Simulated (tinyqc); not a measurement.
Diffused layer (complementary error function), carriers, mobility and sheet resistance: two steps of the calculation.

An n-type layer from the surface x = 0 to the junction xj, N(x) = N0 erfc(x/Ld). Local neutrality (no depletion at surface or junction, no spilling of carriers), intrinsic carriers neglected, full ionisation of active dopants.

Values chosen for this exercise; values close to those of arsenic in silicon over a p-type background: temperature T = 500 K; background doping of the opposite type Nb = 4.9e16 cm^-3; peak chemical concentration N0 = 4.5e19 cm^-3; mobility limit at high doping m1 = 53.5 cm^2/(V s); mobility limit at low doping, at 300 K m2 = 1410 cm^2/(V s); reference doping of the mobility law Nr = 9.99e16 cm^-3; exponent of the mobility law am = 0.685; temperature exponent of m2 bt = 2.2; solubility limit of active dopant Ns = 2.04e20 cm^-3; diffusion length 2 sqrt(D t) Ld = 48 nm.

Constants: q = 1.602176634e-19 C. Results are converted to the units shown.

Question 1. Junction depth and local values. erfc(xj/Ld) = Nb/N0; 15 equal steps from 0 to xj. Active dopant A = min(N, Ns); n = A - Nb; mobility mu = m1 + (m2 (T/300 K)^(-bt) - m1)/(1 + ((A + Nb)/Nr)^am).

Give: xj; x; N; A; n; mu.

Answer 1.

xj = 110.87 nm

| point | x (nm) | N (cm^-3) | A (cm^-3) | n (1e19 cm^-3) | mu (cm^2/(V s)) |
|---|---|---|---|---|---|
| 0 | 0.00 | 4.5000e19 | 4.5000e19 | 4.4951 | 59.562 |
| 1 | 7.39 | 3.7243e19 | 3.7243e19 | 3.7194 | 60.386 |
| 2 | 14.78 | 2.9843e19 | 2.9843e19 | 2.9794 | 61.490 |
| 3 | 22.17 | 2.3110e19 | 2.3110e19 | 2.3061 | 62.980 |
| 4 | 29.56 | 1.7267e19 | 1.7267e19 | 1.7218 | 65.010 |
| 5 | 36.96 | 1.2430e19 | 1.2430e19 | 1.2381 | 67.803 |
| 6 | 44.35 | 8.6107e18 | 8.6107e18 | 0.8562 | 71.688 |
| 7 | 51.74 | 5.7338e18 | 5.7338e18 | 0.5685 | 77.145 |
| 8 | 59.13 | 3.6669e18 | 3.6669e18 | 0.3618 | 84.864 |
| 9 | 66.52 | 2.2504e18 | 2.2504e18 | 0.2201 | 95.798 |
| 10 | 73.91 | 1.3244e18 | 1.3244e18 | 0.1275 | 111.15 |
| 11 | 81.30 | 7.4704e17 | 7.4704e17 | 0.0698 | 132.19 |
| 12 | 88.69 | 4.0365e17 | 4.0365e17 | 0.0355 | 159.60 |
| 13 | 96.09 | 2.0884e17 | 2.0884e17 | 0.0160 | 192.39 |
| 14 | 103.48 | 1.0342e17 | 1.0342e17 | 0.0054 | 226.82 |
| 15 | 110.87 | 4.9000e16 | 4.9000e16 | 0.0000 | 257.23 |

The mobility runs from 59.6 to 257 cm^2/(V s).

Question 2. Sheet quantities by the trapezoid rule. Dose = integral of N, carrier sheet density = integral of n, 1/Rs = q integral of n mu, mean mobility 1/(q Rs sheet density), Hall mobility (unit Hall factor) = integral of n mu^2 over integral of n mu, Hall sheet density = (integral of n mu)^2/integral of n mu^2; all from 0 to xj.

| point | x (nm) | N (cm^-3) | n (1e19 cm^-3) | mu (cm^2/(V s)) |
|---|---|---|---|---|
| 0 | 0.00000 | 4.5e19 | 4.4951000 | 59.562028 |
| 1 | 7.39123 | 3.7242510e19 | 3.7193510 | 60.385595 |
| 2 | 14.78246 | 2.9842926e19 | 2.9793926 | 61.489749 |
| 3 | 22.17368 | 2.3110377e19 | 2.3061377 | 62.980154 |
| 4 | 29.56491 | 1.7267351e19 | 1.7218351 | 65.009991 |
| 5 | 36.95614 | 1.2430286e19 | 1.2381286 | 67.803169 |
| 6 | 44.34737 | 8.6107359e18 | 0.8561736 | 71.688178 |
| 7 | 51.73859 | 5.7338134e18 | 0.5684813 | 77.145089 |
| 8 | 59.12982 | 3.6668639e18 | 0.3617864 | 84.863907 |
| 9 | 66.52105 | 2.2503619e18 | 0.2201362 | 95.797516 |
| 10 | 73.91228 | 1.3244067e18 | 0.1275407 | 111.15347 |
| 11 | 81.30350 | 7.4704495e17 | 0.0698045 | 132.19109 |
| 12 | 88.69473 | 4.0365214e17 | 0.0354652 | 159.60478 |
| 13 | 96.08596 | 2.0883854e17 | 0.0159839 | 192.38921 |
| 14 | 103.47719 | 1.0341634e17 | 0.0054416 | 226.81875 |
| 15 | 110.86841 | 4.9e16 | 0.0000000 | 257.23218 |

Wanted: dose; carrier sheet density; Rs; mean mobility; Hall mobility; Hall sheet density.

Answer 2.

dose = 1.223e14 cm^-2
carrier sheet density = 1.218e14 cm^-2
Rs = 786.9 ohm/square
mean mobility = 65.15 cm^2/(V s)
Hall mobility = 66.99 cm^2/(V s)
Hall sheet density = 1.184e14 cm^-2

Carriers make up 99.6 % of the dose. A Hall measurement weights the mobile tail, so its sheet density is 2.8 % below the true one.

Numbers from tinyqc (`OMP_NUM_THREADS=1 python tinyqc.py 2110156 2110157 out.jsonl`; about 0.01 s on one thread of a shared Intel Xeon 2.30GHz).
